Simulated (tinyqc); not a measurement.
Worked calculation: coherent transport through a tight-binding region between two chains. Computed by tinyqc, a small Python program that keeps every step. Settings: temperature = 77, mu = -0.37. Command: `OMP_NUM_THREADS=1 python tinyqc.py 28590 28591 out.jsonl` (the two numbers bound the seeds that draw the settings). One thread of a shared host (Intel(R) Xeon(R) Processor @ 2.60GHz), about 0.07 s of CPU time with the checks.

## Transmission at E = 0.09 eV

H of the central region (eV), lower triangle:
```
,1,2,3,4,5,6
1,0.000000
2,-2.230000,1.040000
3,0.000000,-2.230000,1.040000
4,0.000000,0.000000,-2.230000,1.040000
5,0.000000,0.000000,0.000000,-2.230000,1.040000
6,0.000000,0.000000,0.000000,0.000000,-1.590000,0.000000
```

Leads: semi-infinite chains with site energy 0:
```
parameter,value
lead hopping t (eV),2.970000
coupling to the left lead (eV),1.170000
coupling to the right lead (eV),1.360000
left contact site,1
right contact site,6
```

E = 0.090000 eV

Surface Green function g = (E - i sqrt(4 t^2 - E^2)) / (2 t^2); self-energy tc^2 g on each contact site; G = (E - H - Sigma)^(-1); Gamma = -2 Im Sigma; T = Gamma_L Gamma_R |G_LR|^2; local density of states -Im G_ii / pi.

g = 0.005102-0.336662i 1/eV

G (1/eV), lower triangle:
```
,1,2,3,4,5,6
1,0.201125-0.245303i
2,0.390248-0.032433i,-0.021231-0.079442i
3,-0.034876+0.231486i,0.049138-0.001410i,0.055809-0.232087i
4,-0.405106+0.131048i,0.042164+0.078841i,0.423068-0.097461i,0.138067-0.120361i
5,-0.137703-0.175658i,-0.031176+0.034997i,0.124422+0.190568i,0.084180+0.046186i,-0.088560-0.170892i
6,0.485892-0.288750i,-0.077762-0.089666i,-0.519019+0.250552i,-0.143345+0.196403i,0.457953-0.166882i,0.474663-0.375168i
```

local density of states (1/eV): 0.078082  0.025287  0.073876  0.038312  0.054397  0.119420

transmission = 0.366711

## Transmission across the band

The same steps on a grid of energies.

T(E):
```
E (eV),T
-5.64300000,2.33e-07
-5.07870000,2.76e-06
-4.51440000,0.000025
-3.95010000,0.000300
-3.38580000,0.011132
-2.82150000,0.183856
-2.25720000,0.299594
-1.69290000,0.672791
-1.12860000,0.357328
-0.56430000,0.740893
0,0.420726
0.56430000,0.287525
1.12860000,0.751669
1.69290000,0.277877
2.25720000,0.075064
2.82150000,0.082061
3.38580000,0.820911
3.95010000,0.018228
4.51440000,0.008228
5.07870000,0.006460
5.64300000,0.000031
```

levels of the isolated region (eV): -3.013415  -1.868463  -0.421782  1.279371  3.289651  4.894638

## Current

I = (2e/h) int T(E) [f(E - mu - V/2) - f(E - mu + V/2)] dE at 77 K with mu = -0.37 eV, the bias not changing H; 2e^2/h = 77.48092 microsiemens; the integral runs over the band on 4001 points.

Current:
```
V (volt),I (microampere)
0.010000,0.587939
0.050000,2.937294
0.100000,5.859670
0.200000,11.602684
0.400000,22.351798
0.800000,39.737990
```
